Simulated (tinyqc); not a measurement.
Crystallisation kinetics and data retention of a phase-change cell: two steps of the calculation.

Johnson-Mehl-Avrami-Kolmogorov law X = 1 - exp(-y^n), y = integral of k dt, k = (1/100 s) exp[-(Ec q/kB)(1/T - 1/T1)].

Values chosen for this exercise; values of the order of Ge-Sb-Te and related chalcogenides:
```
symbol  value   unit                                       meaning
Ec       3.09     eV          activation energy of crystallisation
T1        451      K  temperature at which the rate k is 1/(100 s)
n           4                                      Avrami exponent
Xf        0.5         crystalline share at which the state is lost
T         402      K                           storage temperature
b           1  K/min                                  heating rate
Ta        408      K                       start of the ramp table
dT          5      K                             step of the table
m          10                                                steps
```

Constants: q = 1.602176634e-19 C, kB = 1.380649e-23 J/K. Results are converted to the units shown.

Question 1. Retention. At fixed T the state fails at t = (-ln(1 - Xf))^(1/n)/k; ten years are 3.15576e8 s.

Find: k; y at failure; time to fail; the same in years; temperature for ten years.

Answer 1.

k = 6.182e-7 1/s
y at failure = 0.9124
time to fail = 1.476e6 s
the same in years = 0.04677
temperature for ten years = 379.2 K

The cell misses ten years at 402 K.

Question 2. A heating ramp. T rises at the rate b. Start with y = k (kB Ta^2/(q Ec))/b, the integral from cold to Ta to leading order; over each step k is taken as exponential in T, so y gains (dT/b)(k2 - k1)/ln(k2/k1). dX/dt = n y^(n - 1) k exp(-y^n), listed as 0 once y^n exceeds 23.

Wanted: T; k; y; X; dX/dt.

Answer 2.

```
point	T (K)	k (1/s)	y	X	dX/dt (1/s)
0	408	2.2953e-6	6.3933e-4	1.6707e-13	2.3992e-15
1	413	6.6516e-6	0.0018676	1.2166e-11	1.7332e-13
2	418	1.8792e-5	0.0053744	8.3432e-10	1.1669e-11
3	423	5.1802e-5	0.015141	5.2551e-8	7.1918e-10
4	428	1.3945e-4	0.041694	3.0219e-6	4.0429e-8
5	433	3.6693e-4	0.11223	1.5865e-4	2.0746e-6
6	438	9.4438e-4	0.29548	0.0075939	9.6712e-5
7	443	0.0023792	0.76134	0.28536	0.0030014
8	448	0.0058718	1.9212	1.0000	2.0194e-7
9	453	0.014205	4.7510	1.0000	0
10	458	0.033709	11.522	1.0000	0
```

Range of the model: One Arrhenius rate is assumed; incubation, growth from the boundary and the non-Arrhenius kinetics of the supercooled liquid are left out.

Numbers from tinyqc (`OMP_NUM_THREADS=1 python tinyqc.py 2490067 2490068 out.jsonl`; about 0.03 s on one thread of a shared Intel Xeon 2.30GHz).
